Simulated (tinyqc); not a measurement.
Surface potential of a MOS transistor: implicit equation and explicit approximations: effect of the acceptor density at fixed gate voltage.

p-type body, charge-sheet picture, depletion and inversion only, full ionisation (an idealisation for deep acceptors), Boltzmann statistics (rough once Na exp(x - xn) passes about Nc/7). In units of Vt: xg = (Vg - Vfb)/Vt, x = psi/Vt, G = gamma/sqrt(Vt), xn = (2 phiF + Vc)/Vt. The implicit equation is (xg - x)^2 = G^2 [x - 1 + exp(x - xn)] for x above about 3. Cox = eps0 eox/tox.

ni = sqrt(Nc Nv) exp(-Eg/(2 Vt)), Eg in volts; phiF = Vt ln(Na/ni); gamma = sqrt(2 q eps0 eps_r Na)/Cox; VT = Vfb + Vt (xn + G sqrt(xn - 1)). Depletion value a = 1 + [sqrt(G^2/4 + xg - 1) - G/2]^2; inversion value b = xn + ln[(xg - xn)^2/G^2 - xn + 1] and first guess y = min(a, b) - ln(1 + exp(-|a - b|)) if a > xn + 1, else b = y = a; one second-order correction with D = exp(y - xn), p = 2 (xg - y) + G^2 (1 + D), w = (xg - y)^2 - G^2 (y - 1 + D): z = y + 2 w/(p + sqrt(p^2 - 2 (2 - G^2 D) w)), or the Newton step z = y + w/p where the root is not real. N_inv = (Cox Vt G/q) [sqrt(x - 1 + exp(x - xn)) - sqrt(x - 1)] at the root. Lambert form (Cox m Vt/q) W0[(G/(2 m sqrt(xn - 1))) exp((Vg - VT)/(m Vt))], m = 1 + G/(2 sqrt(xn - 1)). Errors under 1e-4 mV, and the linear form below VT, are printed as 0. Vfb is held fixed.

Values chosen for this exercise; band and dielectric values close to those of germanium: temperature T = 300 K; band gap Eg = 0.672 eV; relative permittivity eps_r = 16.1; conduction-band density of states at T Nc = 1.06e19 cm^-3; valence-band density of states at T Nv = 6.03e18 cm^-3; relative permittivity of the gate insulator (close to silicon dioxide) eox = 3.9; insulator thickness tox = 10 nm; flat-band voltage Vfb = -0.35 V; channel-body voltage Vc = 0 V; gate-body voltage Vg = 0.91 V.

Constants: q = 1.602176634e-19 C, kB = 1.380649e-23 J/K, Vt = kB T/q, eps0 = 8.8541878128e-14 F/cm where lengths are in cm. Results are converted to the units shown.

Effect of the acceptor density at fixed gate voltage:
```
Na (cm^-3)  psi (V)  x - xn  error of y (mV)  error of z (mV)  N_inv (cm^-2)  Cox (Vg - VT)/q (cm^-2)  Lambert form (cm^-2)
9.3e14      0.43391  8.9084             12.8           -0.870      1.6983e12                2.2226e12             1.8554e12
2e15        0.45245  8.0944             12.0           -0.684      1.6173e12                2.1035e12             1.7493e12
4.5e15      0.47196  7.2271             11.2           -0.526      1.5094e12                1.9570e12             1.6163e12
9.8e15      0.49041  6.3840             10.5           -0.411      1.3741e12                1.7858e12             1.4582e12
2.1e16      0.50786  5.5349             9.95           -0.338      1.1967e12                1.5736e12             1.2597e12
4.7e16      0.52466  4.5734             9.85           -0.321      9.3897e11                1.2755e12             9.8082e11
1e17        0.53601  3.5024             11.0           -0.449      6.0761e11                8.9143e11             6.3081e11
2.2e17      0.52846  1.6334             10.1           -0.240      1.7396e11                3.2518e11             1.7943e11
```

As Na goes from 9.3e14 to 2.2e17, psi goes from 0.434 through a maximum of 0.536 (at Na = 1e17 among the rows listed) to 0.528 V, x - xn falls from 8.91 to 1.63 and N_inv falls from 1.70e12 to 1.74e11 cm^-2. The Lambert form lies between 1.03 and 1.09 times N_inv. For Na = 9.3e14, 2e15, 4.5e15, 9.8e15, 2.1e16, 4.7e16, 1e17 the electron quasi-Fermi level lies less than 2 Vt below the band edge at the surface, or above it, where degeneracy and confinement, left out, matter.

tinyqc, about 0.01 s, one thread, Intel Xeon 2.30GHz (shared host): `OMP_NUM_THREADS=1 python tinyqc.py 2122135 2122136 out.jsonl`
